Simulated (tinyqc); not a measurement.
Inside a calculation. Model: phonon transmission through an interface between two chains by Green functions. Computed by tinyqc, a small Python program that keeps every step. Command: `OMP_NUM_THREADS=1 python tinyqc.py 3012462 3012463 out.jsonl agf walk`. One thread of a shared host (Intel(R) Xeon(R) Processor @ 2.30GHz), about 0.01 s of CPU time with the checks. Intermediate numbers are printed to about 6 digits and carried at full precision; extremes and crossings named in words are read from the listed rows.

Two semi-infinite chains (masses m_1, m_2; springs k_1, k_2), motion along the chain. The central region holds the end atom of each chain, joined by springs k_b. lambda = omega^2 in eV/(angstrom^2 u); nu = 15.6333042 THz x sqrt(lambda).

Inputs (values chosen for the exercise, for two model chains):
```
quantity,value,unit
mass m_1,30.6,u
spring k_1,12.8,eV/angstrom^2
mass m_2,25.7,u
spring k_2,5.32,eV/angstrom^2
junction spring k_b,1.36,eV/angstrom^2
probe frequency / lower band top,0.57,-
temperature T,50,K
```

Atoms in the interlayer: none.

Constants: nu for 1 eV/(angstrom^2 u) = 15.6333042 THz; h x 1 THz = 4.135667696 meV; k_B = 8.617333262e-05 eV/K; k_B = 1.380649e-23 J/K; h = 6.62607015e-34 J s.

## Band tops and impedances

nu_max = 15.6333042 THz x 2 sqrt(k/m); impedance Z = sqrt(k m); long-wave transmission 4 Z_1 Z_2/(Z_1 + Z_2)^2; the probe frequency is the given share of the lower band top.

band top of chain 1 = 20.2220 THz

band top of chain 2 = 14.2256 THz

Z_1 = 19.7909 sqrt(eV u)/angstrom

Z_2 = 11.6929 sqrt(eV u)/angstrom

long-wave transmission = 0.933842

probe frequency = 8.10858 THz

## Self-energies and the matrix at the probe frequency

In chain i, sin(q_i a/2) = nu/nu_max,i. An outgoing wave makes the next atom move as exp(i q_i a) times the end atom, so the lead adds the self-energy Sigma_i = -k_i exp(i q_i a) to the force-constant matrix; Gamma_i = -2 Im Sigma_i = 2 k_i sin(q_i a). A = lambda M - K - Sigma over the central atoms, with K_ii the sum of the springs at i, K_(i,i+1) = -k_b; G = inverse of A; transmission = Gamma_1 Gamma_2 |G_(first,last)|^2.

q_1 a = 0.825167 rad

q_2 a = 1.21301 rad

Gamma_1 = 18.8073 eV/angstrom^2

Gamma_2 = 9.96622 eV/angstrom^2

A (complex symmetric) (eV/angstrom^2):
```
,end of 1,end of 2
end of 1,2.75604+9.40366i,1.36000
end of 2,1.36000,2.09694+4.98311i
```

## Transmission at the probe frequency

The formulas are those given above.

G_(first,last) = 0.0197109+0.0153595i angstrom^2/eV

transmission = 0.117043

It is below the long-wave value 0.934.

## Thermal conductance

Landauer conductance G = k_B int tau(nu) x^2 e^x/(e^x - 1)^2 d nu, x = h nu/(k_B T), from 0 to the lower band top (240 Gauss-Legendre points in s from 0 to 1, nu = nu_top sin(pi s/2)); tau is the transmission, and its thermal mean is G over the value for tau = 1 in the same window; the quantum is g_0 = pi^2 k_B^2 T/(3 h).

conductance G = 31.6920 pW/K

thermal mean of the transmission = 0.669768

G/g_0 = 0.669717

## Transmission spectrum against simple models

Long-wave value 4 Z_1 Z_2/(Z_1 + Z_2)^2. Continuum estimate, with omega = sqrt(lambda): a massless extra compliance c = 1/k_b - 1/(2 k_1) - 1/(2 k_2), tau = long-wave value/[1 + (omega c Z_1 Z_2/(Z_1 + Z_2))^2].

Transmission:
```
nu/nu_top,nu (THz),Green function,long-wave value,continuum estimate
0.05,0.7113,0.897514,0.933842,0.897439
0.15,2.1338,0.681717,0.933842,0.684100
0.25,3.5564,0.453382,0.933842,0.463659
0.35,4.9790,0.293594,0.933842,0.312575
0.45,6.4015,0.191988,0.933842,0.217903
0.55,7.8241,0.127049,0.933842,0.158061
0.65,9.2466,0.084061,0.933842,0.118883
0.75,10.6692,0.054310,0.933842,0.092216
0.85,12.0917,0.032538,0.933842,0.073400
0.92,13.0875,0.019910,0.933842,0.063385
0.98,13.9411,0.008553,0.933842,0.056314
```

The transmission starts at the impedance value 0.934 and vanishes at the lower band top, 14.23 THz, above which chain 2 has no states. It first falls below half of that value at nu/nu_top = 0.25. The continuum estimate is within 0.05 up to nu/nu_top = 0.98; it leaves out dispersion.

## Conductance against temperature

The formulas are those given above.

Conductance:
```
T (K),G (pW/K),mean transmission,G/g_0,G for transmission 1 (pW/K)
1,0.883576,0.933587,0.933587,0.946431
5,4.38952,0.927594,0.927594,4.73216
20,16.1937,0.855516,0.855516,18.9286
50,31.6920,0.669768,0.669717,47.3179
100,43.7396,0.471842,0.462153,92.6998
200,51.3761,0.343671,0.271420,149.492
400,54.3871,0.299168,0.143664,181.795
800,55.2670,0.287076,0.0729939,192.517
```

At 1 K G/g_0 = 0.934; as T goes to 0 it tends to the long-wave transmission, where only the impedances count. Towards high T all modes count more and more alike; at 800 K G is 55.3 pW/K and the mean transmission is 0.287, which is well below the low-T value.

Checks made by the program: low-frequency limit against the impedance formula (relative difference 2e-07); unitarity: Gamma_1 |G_11|^2 + Gamma_2 |G_1N|^2 = -2 Im G_11 (relative difference below 1e-10); conductance against a 1500-point midpoint sum (relative difference below 1e-10).
